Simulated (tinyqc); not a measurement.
Interface traps by the conductance method, a continuum of levels: one step of the calculation.

MOS capacitor on an n-type substrate; psi is the band bending, negative in depletion; only majority carriers are counted. The traps exchange electrons with the conduction band; their admittance lies in parallel with Cd, and that pair in series with Cox and Rs. w = 2 pi f.

Question. Extraction from the readings. Ignoring Rs: Gp/w = w Cox^2 Gm/[Gm^2 + w^2 (Cox - Cm)^2].

Cox = 375.34057 nF/cm^2
Cm = 142.96220 nF/cm^2
Gm/w = 12.437179 nF/cm^2

Find: extracted Gp/w.

Answer.

extracted Gp/w = 32.355 nF/cm^2

The uncorrected series resistance makes this 82 % above the true Gp/w.

tinyqc, about 0.01 s, one thread, Intel Xeon 2.30GHz (shared host): `OMP_NUM_THREADS=1 python tinyqc.py 2030020 2030021 out.jsonl`
